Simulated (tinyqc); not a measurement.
Raising U: Hubbard ring of 5 sites, mean field against exact. Computed by the program tinyqc. Collinear unrestricted mean field (the lowest of 40 random starts) against exact diagonalisation.

one-body matrix (hopping and site energies) (eV):
```
,1,2,3,4,5
1,-0.0500,-1.9100,0.0000,0.0000,-1.9100
2,-1.9100,-0.0800,-1.9100,0.0000,0.0000
3,0.0000,-1.9100,-0.0900,-1.9100,0.0000
4,0.0000,0.0000,-1.9100,0.1300,-1.9100
5,-1.9100,0.0000,0.0000,-1.9100,0.5300
```

electrons, up and down: 3  2

Exact and mean-field results (eV):
```
U,U/t,E exact,E mean field,mean |n_up - n_down|,"double occupancy, exact",first gap in the sector
0.9500,0.4974,-9.747915,-9.712778,0.2038,0.2250,0.1515
1.9100,1.0000,-8.714602,-8.569337,0.2237,0.2053,0.1255
3.8200,2.0000,-6.950367,-6.370466,0.3219,0.1640,0.0782
5.7300,3.0000,-5.576255,-4.515820,0.6014,0.1247,0.0434
7.6400,4.0000,-4.543955,-3.329120,0.7839,0.0929,0.0226
11.4600,6.0000,-3.190651,-2.091470,0.9081,0.0533,0.0062
15.2800,8.0000,-2.383842,-1.463486,0.9491,0.0333,0.0020
38.2000,20.0000,-0.740322,-0.323591,0.9920,0.0061,4.22e-05
```

Estimate the missing row, U = 22.92.

Computed row:
```
U            U/t    E exact  E mean field  mean |n_up - n_down|  double occupancy, exact  first gap in the sector
22.9200  12.0000  -1.496855     -0.831422                0.9776                   0.0161                 3.48e-04
```

In absolute terms mean field is worst at U/t = 4.0, 1.215 eV too high: at small U it is nearly exact, and at large U it misses only exchange-scale energies. Relative to the exact energy its error is 0.4 % at the smallest U, 56 % at most and 56 % at the largest. The double occupancy falls from 0.225 to 0.006.
